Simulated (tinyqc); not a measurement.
The size of the error: propagation of a band-gap error through k.p and effective-mass formulas.

Chain, for a gap E (the reference Eg or another value), with Ep and Dso kept: 1/me = 1 + Ep (E + 2 Dso/3)/(E (E + Dso)); g* = 2 - 2 Ep Dso/(3 E (E + Dso)); g1(E) = g1 + (Ep/3)(1/E - 1/Eg), g2(E) = g2 + (Ep/6)(1/E - 1/Eg), light hole 1/(g1 + 2 g2), heavy hole 1/(g1 - 2 g2) along [100]; optical constant ei(E) = 1 + (ei - 1)(EP/(EP + E - Eg))^2, static e0(E) = ei(E) + e0 - ei.

Donor: R = Ry me/e0^2, a_B = a0 e0/me, Mott density (0.26/a_B)^3. Nc, Nv = 2 (m kT/(4 pi c))^(3/2), c = hbar^2/2m0, ni = sqrt(Nc Nv) exp(-E/2kT). Exciton: Ry mu/e0^2 with 1/mu = 1/me + g1(E). 1 angstrom^-3 = 1e24 cm^-3.

Constants: Ry = 13.60569312 eV; a0 (Bohr radius) = 0.5291772105 angstrom; kB = 8.617333262e-05 eV/K; hbar^2/2m0 = 3.80998211 eV angstrom^2.

Parameters, chosen for this exercise (reference values near those of InP, gap at low temperature; not measured data):

| symbol | value | unit | meaning |
|---|---|---|---|
| Eg | 1.443 | eV | gap at Gamma to the s-like level |
| Dso | 0.108 | eV | spin-orbit splitting |
| Ep | 20.5 | eV | Kane energy |
| g1 | 5.07 |  | Luttinger gamma1 |
| g2 | 1.61 |  | gamma2 |
| e0 | 12.38 |  | static dielectric constant |
| ei | 9.63 |  | optical dielectric constant |
| EP | 5.18 | eV | mean (Penn) gap |
| mh | 0.41 | m0 | density-of-states mass of the holes |
| T | 400 | K | temperature |

E = f Eg; ratios against f = 1.

Results:

| f | E (eV) | me ratio | light-hole ratio | e0 ratio | donor ratio | Mott ratio | g* | log10 ni ratio |
|---|---|---|---|---|---|---|---|---|
| 0.25 | 0.361 | 0.278 | 0.226 | 1.417 | 0.139 | 0.00758 | -6.728 | 6.40 |
| 0.60 | 0.866 | 0.625 | 0.568 | 1.186 | 0.445 | 0.146 | 0.249 | 3.48 |
| 0.80 | 1.154 | 0.815 | 0.778 | 1.085 | 0.693 | 0.424 | 0.987 | 1.75 |
| 1.00 | 1.443 | 1.000 | 1.000 | 1.000 | 1.000 | 1.00 | 1.341 | 0.00 |
| 1.20 | 1.732 | 1.180 | 1.235 | 0.928 | 1.369 | 2.05 | 1.537 | -1.76 |
| 1.50 | 2.164 | 1.441 | 1.615 | 0.840 | 2.043 | 5.05 | 1.700 | -4.43 |
| 2.00 | 2.886 | 1.855 | 2.332 | 0.729 | 3.488 | 16.5 | 1.829 | -8.89 |

Give the missing row, f = 0.40.

Computed row:
```
f     E (eV)  me ratio  light-hole ratio  e0 ratio  donor ratio  Mott ratio      g*  log10 ni ratio
0.40   0.577     0.429             0.369     1.308        0.251      0.0354  -1.732            5.18
```

Between f = 0.8 and 1.2 the mean powers d ln(ratio)/d ln f are 0.91 for me, 1.14 for the light hole, -0.38 for e0, 1.68 for the donor energy and 3.89 for the Mott density; ni moves by -0.61 decades per 0.1 eV, against -0.1 eV/(2 kT ln 10) = -0.63 from the exponential alone, the rest coming from Nc through me^(3/4). g* changes sign between f = 0.40 and 0.60; the place of this zero hangs on remote bands, which are left out.

Program tinyqc; command `OMP_NUM_THREADS=1 python tinyqc.py 1880049 1880050 out.jsonl`; about 0.01 s on one thread of a shared Intel(R) Xeon(R) Processor @ 2.30GHz.
